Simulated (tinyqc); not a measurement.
Worked calculation: pi bands of a honeycomb layer in tight binding. Values are carried at full precision from step to step, so a last printed digit may differ when a step is redone from the rounded ones.

Lattice vectors a (1,0) and a (1/2, sqrt3/2); f = exp(i ky a/sqrt3) + 2 cos(kx a/2) exp(-i ky a/(2 sqrt3)), w = |f|. H = [[D - t2 F, -t f], [., -D - t2 F]] with F = w^2 - 3, S = [[1, s0 f], [., 1]]; the levels solve det(H - E S) = 0. K = (4 pi/3a, 0), M = (pi/a, pi/(sqrt3 a)); w = 3, 1, 0 at Gamma, M, K.

Constants: hbar = 6.58211957e-16 eV s; hbar^2/2m0 = 3.80998211 eV angstrom^2.

Inputs chosen for the exercise (of the size used for graphene; not measured data): a = 2.46 angstrom (lattice constant); t = 2.71 eV (nearest hopping); t2 = 0.04 eV (second-neighbour hopping); s0 = 0 (overlap of neighbours); D = 0.018 eV (+D on A, -D on B); k = (1.21, 0.19) 1/angstrom (wave vector).

## H and S at one k

Form f, w, F and the two matrices.

f = 1.12712+0.24442i
w = 1.15332
F = -1.66986

H (eV), rows A, B and columns alike:
$$\begin{pmatrix}
0.0848 & -3.0545-0.6624i \\
-3.0545+0.6624i & 0.0488
\end{pmatrix}$$

S, rows A, B and columns alike:
$$\begin{pmatrix}
1.00000 & 0 \\
0 & 1.00000
\end{pmatrix}$$

## The secular equation

det(H - E S) = 0 reads (e - E)^2 - D^2 - (t + s0 E)^2 w^2 = 0 with e = -t2 (w^2 - 3), that is c2 E^2 + 2 c1 E + c0 = 0 with c2 = 1 - s0^2 w^2, c1 = -(e + t s0 w^2), c0 = e^2 - D^2 - t^2 w^2.

c2, c1, c0: [1.0000, -0.0668, -9.7645]

levels (eV): [-3.0587, 3.1923]

## Levels at Gamma, M and K

Solve the quadratic (e - E)^2 - D^2 - (t + s0 E)^2 w^2 = 0 with e = -t2 (w^2 - 3), for w = 3, 1, 0.

Levels (eV):
```
point  w    lower   upper  difference
Gamma  3  -8.3700  7.8900     16.2600
M      1  -2.6301  2.7901      5.4201
K      0   0.1020  0.1380      0.0360
```

Measured from the middle of the levels at K (0.120 eV), the upper band reaches 7.770 eV and the lower -8.490 eV at Gamma: the lower band is the wider; overlap stretches the upper band and positive t2 the lower. In the real layer the upper band is the wider one. The saddle points at M give the absorption peak at 5.420 eV in this one-electron picture.

## Near K

w = (sqrt3/2) a q to first order in the distance q from K. Effective hopping t* = t + 3 t2 s0, hbar v = (sqrt3/2) a t*, v in m/s = hbar v x 1e-10/hbar; band-edge masses follow from E^2 = D^2 + (hbar v q)^2 when t2 = s0 = 0: m/m0 = 2 c D/(hbar v)^2, c = hbar^2/2m0.

hbar v = 5.7734 eV angstrom
v = 8.771e+05 m/s
mass = 0.0041 m0

## Checks

- Roots of the quadratic against the generalised eigenproblem: they agree to 1e-10 or better.

tinyqc: `OMP_NUM_THREADS=1 python tinyqc.py 1482858 1482859 out.jsonl`; about 0.01 s, one thread, shared Intel(R) Xeon(R) Processor @ 2.30GHz.
